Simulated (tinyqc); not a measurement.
Limits against temperature: thermal and gravitational stress in a wafer during furnace and rapid thermal processing, and the onset of slip. Computed by tinyqc, a small Python program. Command: `OMP_NUM_THREADS=1 python tinyqc.py 3015172 3015173 out.jsonl slip walk`. One thread of a shared host (Intel(R) Xeon(R) Processor @ 2.30GHz), about 0.01 s of CPU time with the checks.

A thin free disc in plane stress, isotropic; T(r) = T_centre + dT (r/R)^n with n = 2. Stress is positive in tension; sigma_SB = 5.670374419e-8 W/(m^2 K^4), g = 9.80665 m/s^2.

Inputs (values chosen for the exercise, modelled on silicon):
```
quantity                              value        unit
wafer radius R                          150          mm
thickness t                             775  micrometre
Young's modulus E                       142         GPa
expansion alpha                        4.41      1e-6/K
prefactor A of the critical stress  0.00026         MPa
energy U of the critical stress        1.11          eV
density rho                            2330      kg/m^3
heat capacity c                         971    J/(kg K)
conductivity k                         28.9     W/(m K)
wafer spacing s                          12          mm
```

Constants: k_B = 8.617333262e-05 eV/K.

Method. Critical resolved stress tau_c = A exp(U/(k_B T)), a form chosen for the exercise; slip when 0.492799 |s_tt(R)| > tau_c; allowed |dT| = tau_c (n + 2)/(0.492799 n alpha E). In a stack heated from the rim, heat flows inward by conduction and by radiation between wafers: k_eff = k + (16/3) sigma_SB T^3 s^2/t (a diffusion estimate with the spacing as path length). A steady ramp gives the parabolic lag dT = rho c (ramp) R^2/(4 k_eff); the allowed ramp uses n = 2.

For the parabolic profile:
```
T (K)  tau_c (MPa)  allowed |dT| (K)  k_eff (W/(m K))  allowed ramp (K/min)
1050        55.302            358.40            93.95                158.75
1125        24.409            158.19           108.91                 81.23
1200        11.934             77.34           126.00                 45.94
1275         6.347             41.13           145.37                 28.19
1350         3.621             23.47           167.15                 18.49
1425         2.191             14.20           191.50                 12.82
1500         1.394              9.04           218.55                  9.31
```

What follows from these numbers?

From 1050 to 1500 K the allowed difference falls 40 times and the allowed ramp 17 times; radiation, which grows as T^3, gives back a factor 2.33. Ramps must slow as the wafer gets hotter.
